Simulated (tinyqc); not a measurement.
Single-junction solar cell, detailed-balance limit: course of the iteration: maximum power point by substitution.

Every photon above the gap Eg makes one pair and none below is absorbed; carriers thermalise at T and move without loss. Jsc = q fs X Phi(Eg, Ts); the dark current is J0 = q ge Phi(Eg, T)/ERE with the Boltzmann factor exp(V/Vt). The efficiency is the electrical power over fs X sigma Ts^4.

v = Vmp/Vt solves (1 + v) exp(v) = 1 + Jsc/J0; v(new) = ln[(1 + Jsc/J0)/(1 + v)].

Stop when v changes by less than 1e-10, or after 40 iterations.

v at the start = 0
Jsc = 1108.75 mA/cm^2
J0 = 3.67263e-9 mA/cm^2

Course of the iteration:
```
iteration	v	|change|
1	26.4333	26.4
2	23.1216	3.31
3	23.2502	0.129
4	23.2449	5.32e-3
5	23.2451	2.19e-4
6	23.2451	9.05e-6
7	23.2451	3.73e-7
8	23.2451	1.54e-8
9	23.2451	6.35e-10
10	23.2451	2.62e-11
```

Did this iteration meet its convergence test, and what does its course show?

Yes. Converged in 10 iterations. At the end each change is about 0.041 times the one before, with alternating sign: linear convergence.

Program tinyqc, `OMP_NUM_THREADS=1 python tinyqc.py 2820020 2820021 out.jsonl`; Intel Xeon 2.30GHz, shared host, one thread, about 0.01 s.
